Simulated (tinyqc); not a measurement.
Worked calculation: tight binding, honeycomb lattice. One step of it, computed by the program tinyqc.

Problem. Bloch Hamiltonian at K. H_AB = -t1 (1 + exp(-i k.a1) + exp(-i k.a2)); H_AA = delta - 2 t2 sum cos(k.b + phi), H_BB = -delta - 2 t2 sum cos(k.b - phi), b = a1, a2 - a1, -a2.

Parameters chosen for this model:
```
parameter     value                        unit
t1         1.500000                 eV, nearest
t2                0       eV, second neighbours
phi               0  rad, phase of t2 (Haldane)
delta             0          eV, +/- on A and B
```

k point K (fractions of the reciprocal vectors): 0.333333  0.666667

Give: H(k) at K.

Solution.

H(k) at K (eV):
```
        A       B
A  0.0000  0.0000
B  0.0000  0.0000
```
